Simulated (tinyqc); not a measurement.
Inside a calculation. Method: UHF in the 6-31g basis, for H4, spin multiplicity 3. One step of it, computed by the program tinyqc.

Problem. Iteration 2: DIIS coefficients. Solve [B -1; -1 0][c; lambda] = [0; -1] for the coefficients, which sum to one.

B (overlaps of the stored error matrices):
```
               1              2
1  1.5193418e-01  8.4921253e-02
2  8.4921253e-02  8.0842067e-02
```

Give: DIIS coefficients.

Solution.

DIIS coefficients: -0.0648  1.0648
